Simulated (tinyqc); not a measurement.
Inside a calculation. Method: G0W0 on RHF in the 3-21g basis, for H2, spin multiplicity 1. One step of it, computed by the program tinyqc.

Task: G0W0 on Hartree-Fock: LUMO. W(p,q,m) = sqrt2 sum_ia (pq|ia) (X+Y)_ia,m; Sigma_c(x) = sum_(i,m) W^2/(x - e_i + w_m) + sum_(a,m) W^2/(x - e_a - w_m); solve x = e_p + Sigma_c(x) by Newton steps; Z = 1/(1 - dSigma/dx); 1 hartree = 27.211386 eV.

orbital energies (hartree): MO1 -0.559352, MO2 0.230252, MO3 0.984298, MO4 1.405931

Two-electron integrals over orbitals (pq|rs), unique and non-zero (hartree):
```
(11|11) 0.614778    (21|21) 0.100984    (22|11) 0.457595    (22|22) 0.415641
(31|11) 0.150463    (31|22) 0.063371    (31|31) 0.105751    (32|21) -0.003993
(32|32) 0.035039    (33|11) 0.545394    (33|22) 0.417218    (33|31) 0.129621
(33|33) 0.507409    (41|21) -0.080692   (41|32) -0.039220   (41|41) 0.119731
(42|11) -0.140733   (42|22) -0.066034   (42|31) -0.080910   (42|33) -0.116681
(42|42) 0.078025    (43|21) -0.109890   (43|32) -0.022401   (43|41) 0.127808
(43|43) 0.163196    (44|11) 0.626235    (44|22) 0.469859    (44|31) 0.189511
(44|33) 0.575720    (44|42) -0.169136   (44|44) 0.702037
```

excitation energies w (hartree): 0.949209  1.742362  2.201132

X + Y:
```
            1         2          3
1>2  0.907258  0.000000  -0.061383
1>3  0.000000  0.941250   0.000000
1>4  0.147467  0.000000   0.939933
```

Give: The 12 largest terms at x = e_p; Newton steps; quasiparticle energy of the LUMO; Hartree-Fock value.

Result:

The 12 largest terms at x = e_p (hartree; W for the signs of X + Y given):
```
q  m        W       term
1  1   0.1127     0.0073
1  3  -0.1160     0.0045
2  2   0.0844    -0.0041
4  2  -0.1077    -0.0040
3  3  -0.0518    -0.0009
3  1  -0.0133  -1.04e-04
```

Newton steps (hartree):
```
step       x  Sigma_c(x)       Z
0     0.2303      0.0027  0.9903
1     0.2330      0.0027  0.9903
2     0.2330      0.0027  0.9903
```

quasiparticle energy of the LUMO = 6.3393 eV

Hartree-Fock value = 6.2655 eV
